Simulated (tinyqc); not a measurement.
Worked calculation: thin (001) film in sp3s* tight binding with raised dangling bonds. Values are carried at full precision from step to step, so a last printed digit may differ when a step is redone from the rounded ones.

sp3s* tight binding, nearest neighbours only: anion (a) at 0, cation (c) at a/4 (1,1,1), orbitals s, px, py, pz, s* on each; k in units of 2 pi/a. With phases e_j = exp(i (pi/2) k.n_j) for n = (1,1,1), (1,-1,-1), (-1,1,-1), (-1,-1,1): g0 = (e1+e2+e3+e4)/4, g1 = (e1+e2-e3-e4)/4, g2 = (e1-e2+e3-e4)/4, g3 = (e1-e2-e3+e4)/4. The diagonal holds the levels Esa, Epa, Exa (s*) and Esc, Epc, Exc. Anion-cation block: <sa|sc> = Vss g0; <sa|xc> = Vsapc g1; <xa|sc> = -Vscpa g1; <xa|xc> = Vxx g0; <xa|yc> = <ya|xc> = Vxy g3, <xa|zc> = <za|xc> = Vxy g2, <ya|zc> = <za|yc> = Vxy g1; <s*a|xc> = Vxapc g1; <xa|s*c> = -Vpaxc g1; y and z take g2 and g3 in place of g1; s-s* and s*-s* vanish.

Parameters, chosen for this exercise (out of a larger set: near a published set for SiC, fitted to gaps, whose masses and valley positions are rough; not measured data): p = (-8.389, 2.109, -4.879, 4.362, 9.636, 9.367, -12.453, 3.027, 5.898, 9.417, 9.272, 8.777, 4.403) eV (order Esa, Epa, Esc, Epc, Exa, Exc, Vss, Vxx, Vxy, Vsapc, Vscpa, Vxapc, Vpaxc); N = 4 (atomic planes in the small film); dl = 10 eV (shift of the dangling hybrids).

## Bulk edges along [001]

Gap at Gamma and minimum on (0,0,kz), kz from 0.5 to 1, from the bulk Ev. States at zero in-plane momentum come from this line alone.

edges (eV): Gamma 5.9364, Delta 2.2498

kz of the minimum = 1.0000 2 pi/a

## The two blocks of the small film

Planes alternate anion (a), cation (c) along [001], a/4 apart, starting with an anion; zero in-plane momentum; levels counted from the bulk Ev, the lower root of [[Epa, Vxx], [Vxx, Epc]]; no spin-orbit coupling. Block of s, pz, s*: from an anion to the cation above, Vss/2 (s,s), Vsapc/2 (s,z), -Vscpa/2 (z,s), Vxx/2 (z,z), Vxapc/2 (s*,z), -Vpaxc/2 (z,s*); to the cation below the same with the s-z and s*-z signs reversed. Block of u = (px + py)/sqrt2 and v = (px - py)/sqrt2: to the cation above (Vxx + Vxy)/2 for u and (Vxx - Vxy)/2 for v, to the cation below the reverse. Each surface atom has two dangling sp3 hybrids; raising both by dl adds (dl/2) [[1, t], [t, 1]] to its s, pz levels (t = -1 at the bottom face, +1 at the top) and dl to the one of u, v in whose plane the missing bonds lie (v for a bottom anion or a top cation, u for a top anion).

Fill them in.

s, pz, s* block (eV), lower triangle:
```
        sa1     za1    *a1     sc2     zc2    *c2     sa3     za3    *a3    sc4    zc4    *c4
sa1  -3.395
za1  -5.000   7.103
*a1       0       0  9.630
sc2  -6.226  -4.636      0  -4.885
zc2   4.708   1.514  4.388       0   4.356
*c2       0  -2.201      0       0       0  9.361
sa3       0       0      0  -6.226  -4.708      0  -8.395
za3       0       0      0   4.636   1.514  2.201       0   2.103
*a3       0       0      0       0  -4.388      0       0       0  9.630
sc4       0       0      0       0       0      0  -6.226  -4.636      0  0.115
zc4       0       0      0       0       0      0   4.708   1.514  4.388  5.000  9.356
*c4       0       0      0       0       0      0       0  -2.201      0      0      0  9.361
```

u, v block (eV), lower triangle:
```
       ua1     va1     uc2    vc2    ua3     va3    uc4     vc4
ua1  2.103
va1      0  12.103
uc2  4.463       0   4.356
vc2      0  -1.435       0  4.356
ua3      0       0  -1.435      0  2.103
va3      0       0       0  4.463      0   2.103
uc4      0       0       0      0  4.463       0  4.356
vc4      0       0       0      0      0  -1.435      0  14.356
```

## Levels of the small film

Diagonalise both blocks.

levels of the s, pz, s* block (eV): -17.612  -12.974  -5.839  3.233  5.219  5.552  7.511  7.916  10.094  12.315  12.369  16.561

levels of the u, v block (eV): -2.128  -1.511  -0.736  7.195  7.445  8.587  12.429  14.556

No level lies between 0 and the bulk edge 2.250 eV; confinement has widened the gap at zero in-plane momentum to 3.968 eV.

## Checks

- Lowest conduction level of 201 planes, with the dangling hybrids shifted far away, against the bulk edge: both 2.250.

(tinyqc, `OMP_NUM_THREADS=1 python tinyqc.py 1482366 1482367 out.jsonl`, Intel(R) Xeon(R) Processor @ 2.30GHz, 1 thread, shared host, about 0.3 s.)
